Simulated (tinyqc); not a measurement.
Inside a calculation. Method: Hubbard ring of 3 sites. Computed by tinyqc, a small Python program that keeps every step. Settings: hopping = 0.8, U = 10.0, mixing = 1, iteration cap = 76. Command: `OMP_NUM_THREADS=1 python tinyqc.py 31462 31463 out.jsonl` (the two numbers bound the seeds that draw the settings). One thread of a shared host (Intel(R) Xeon(R) Processor @ 2.60GHz), about 0.2 s of CPU time with the checks. Later iterations appear only in the table of the cycle.

## Mean-field iteration 1

one-body matrix (hopping and site energies) (eV), lower triangle:
```
           1          2         3
1   0.000000
2  -0.800000   0.000000
3  -0.800000  -0.800000  0.000000
```

U = 10.000000 eV

electrons, up and down: 2  1

mixing = 1

n(up) at the start (a guess, not normalised): 1 0.717000, 2 0.617000, 3 0.717000

n(down) at the start (a guess): 1 0.283000, 2 0.383000, 3 0.283000

H(up) = T + U n(down), H(down) = T + U n(up); fill the lowest levels; n(new) = n + mixing (n(out) - n); E = tr T (rho up + rho down) + U sum n_up n_down of the output.

levels, up (eV): 1.484317  3.630000  4.375683

levels, down (eV): 5.134218  7.405782  7.970000

energy = 2.930050 eV

n(up) after iteration 1: 1 0.905636, 2 0.188728, 3 0.905636

n(down) after iteration 1: 1 0.227989, 2 0.544023, 3 0.227989

## Mean-field iteration 2

As before.

levels, up (eV): 1.179471  3.079887  5.740642

levels, down (eV): 1.692284  8.451358  9.856358

energy = 0.008239 eV

n(up) after iteration 2: 1 0.967068, 2 0.065864, 3 0.967068

n(down) after iteration 2: 1 0.014425, 2 0.971150, 3 0.014425

## Convergence

Each step fills the lowest levels of T + U n(other spin) and sets n(new) = n + mixing (n(out) - n); stop when output and input agree to 1e-8.

Course of the cycle:

| iteration | E (eV) | largest \|n(out) - n(in)\| | mean \|n_up - n_down\| |
|---|---|---|---|
| 1 | 2.93004956 | 4.28e-01 | 0.570196 |
| 2 | 0.00823944 | 4.27e-01 | 0.936857 |
| 3 | -0.25542142 | 5.44e-02 | 0.980357 |
| 4 | -0.25672540 | 2.96e-03 | 0.982559 |
| 5 | -0.25672747 | 9.04e-05 | 0.982631 |
| 6 | -0.25672748 | 4.30e-06 | 0.982634 |
| 7 | -0.25672748 | 1.31e-07 | 0.982634 |
| 8 | -0.25672748 | 6.21e-09 | 0.982634 |

local moments n_up - n_down: 1 0.986975, 2 -0.973951, 3 0.986975

Converged in 8 iterations. Before convergence this energy mixes input and output and is not variational, so it may rise towards its limit.

## The many-body Hamiltonian

Basis: all placements (u, d, 2, 0 on each site), up operators ordered before down ones; hops carry the sign of the same-spin electrons passed.

H (eV), lower triangle:
```
           2u0        u20        uud        20u        udu        u02        duu        02u
2u0  10.000000
u20  -0.800000  10.000000
uud  -0.800000  -0.800000   0.000000
20u  -0.800000   0.000000   0.000000  10.000000
udu   0.000000  -0.800000   0.000000  -0.800000   0.000000
u02   0.000000   0.000000  -0.800000  -0.800000  -0.800000  10.000000
duu   0.800000   0.000000   0.000000  -0.800000   0.000000   0.000000   0.000000
02u   0.000000   0.800000   0.000000   0.000000  -0.800000   0.000000  -0.800000  10.000000
0u2   0.000000   0.000000   0.800000   0.000000   0.000000  -0.800000  -0.800000  -0.800000

           0u2
0u2  10.000000
```

## Exact diagonalisation (9 states)

Lowest levels of the sector, and the double occupancy of the lowest state.

lowest levels (eV): -0.376775  -0.376775  0.000000  8.815152  8.815152  10.000000

double occupancy per site = 0.012088

The mean-field solution above lies 0.1200 eV above the exact energy.

## The lowest level by Lanczos steps

From a random start vector (not printed): a_j = <q_j|H|q_j>, b_j = norm of the remainder after orthogonalising; the Ritz value is the lowest eigenvalue of the tridiagonal matrix of a and b so far.

Lanczos:

| j | a_j (eV) | b_j (eV) | lowest Ritz value (eV) |
|---|---|---|---|
| 1 | 8.067065 | 2.787642 | 8.06706485 |
| 2 | 1.204194 | 1.904691 | 0.21457795 |
| 3 | 10.402545 | 1.261667 | -0.09367536 |
| 4 | 4.229402 | 5.279181 | -0.10455615 |
| 5 | 6.096794 | 0 | -0.37677545 |
